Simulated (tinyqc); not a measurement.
Range and order of the fit: effective mass of the light-hole band from tabulated energies.

c = hbar^2/2m0.
Constants: hbar^2/2m0 = 3.80998211 eV angstrom^2.

Energies along [110], from the band edge downward:

| k (1/angstrom) | E (meV) |
|---|---|
| 0.000000 | 0.00000 |
| 0.003600 | 1.86490 |
| 0.007200 | 7.33560 |
| 0.010800 | 16.06860 |
| 0.014400 | 27.57100 |
| 0.018000 | 41.28020 |
| 0.021600 | 56.62630 |
| 0.025200 | 73.07090 |
| 0.028800 | 90.12550 |

reference mass (curvature of the model at k = 0.0001 1/angstrom) = 0.026326 m0

Least-squares fits of E = a k^2 (+ b k^4 + d k^6) over points 1 to n, and the line y = c k^2/E against E; errors of m against the reference.

Results:

| n | E at point n (meV) | one term (%) | two terms (%) | three terms (%) | line (%) | rms residual, one term (meV) |
|---|---|---|---|---|---|---|
| 3 | 16.1 | 4.54 | 0.14 | 0.00 | -0.03 | 0.110 |
| 4 | 27.6 | 7.62 | 0.42 | 0.02 | -0.07 | 0.314 |
| 5 | 41.3 | 11.35 | 0.92 | 0.08 | -0.15 | 0.677 |
| 6 | 56.6 | 15.71 | 1.65 | 0.20 | -0.28 | 1.239 |
| 7 | 73.1 | 20.67 | 2.65 | 0.42 | -0.49 | 2.030 |
| 8 | 90.1 | 26.21 | 3.89 | 0.74 | -0.79 | 3.071 |

The error of the parabola goes from +4.54 to +26.21 % as the range widens, and at n = 8 its residual, 3.07 meV, is only 3.4 % of the top energy: a small residual does not vouch for the mass. Over the full range (n = 8) the best form is three terms (0.74 %); the line errs by -0.03 % at n = 3 and -0.79 % at n = 8. Without scatter, a narrower range or a second term is the cure: at n = 8 the errors are +26.21, +3.89 and +0.74 % for one, two and three terms. Three terms on three points interpolate exactly.

tinyqc: `OMP_NUM_THREADS=1 python tinyqc.py 1880105 1880106 out.jsonl`; about 0.01 s, one thread, shared Intel(R) Xeon(R) Processor @ 2.30GHz.
